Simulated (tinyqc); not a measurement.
Carrier statistics of a doped semiconductor with parabolic bands: one step. Intrinsic density and level. Four cases, with inputs chosen for the exercise.

Problem. With Boltzmann statistics ni = sqrt(Nc Nv) exp(-Eg/2kT) and Ei = Eg/2 + (kT/2) ln(Nv/Nc), counted from Ev.

Case 1.

Eg = 1.3794688 eV
kT = 0.03016067 eV
Nc = 5.071984e+17 1/cm^3
Nv = 1.144962e+19 1/cm^3

Case 2.

Eg = 0.3431333 eV
kT = 0.03016067 eV
Nc = 1.280097e+17 1/cm^3
Nv = 8.713749e+18 1/cm^3

Case 3.

Eg = 1.1339242 eV
kT = 0.02154333 eV
Nc = 2.072993e+19 1/cm^3
Nv = 8.717592e+18 1/cm^3

Case 4.

Eg = 0.6454954 eV
kT = 0.03016067 eV
Nc = 1.350934e+19 1/cm^3
Nv = 6.065866e+18 1/cm^3

Give: ni; Ei.

Solution.

Case 1.

ni = 2.82e+08 1/cm^3
Ei = 0.7367 eV

Ei lies 47.0 meV above midgap, towards the band with the smaller density of states.

Case 2.

ni = 3.57e+15 1/cm^3
Ei = 0.2352 eV

Ei lies 63.6 meV above midgap, towards the band with the smaller density of states.

Case 3.

ni = 5.00e+07 1/cm^3
Ei = 0.5576 eV

Ei lies 9.3 meV below midgap, towards the band with the smaller density of states.

Case 4.

ni = 2.04e+14 1/cm^3
Ei = 0.3107 eV

Ei lies 12.1 meV below midgap, towards the band with the smaller density of states.

Computed by tinyqc, one run a case: `OMP_NUM_THREADS=1 python tinyqc.py N N+1 out.jsonl` with N = 1651393, 1651559, 1651589, 1651590; one thread of a shared Intel(R) Xeon(R) Processor @ 2.30GHz, about 0.02 s a run at most.
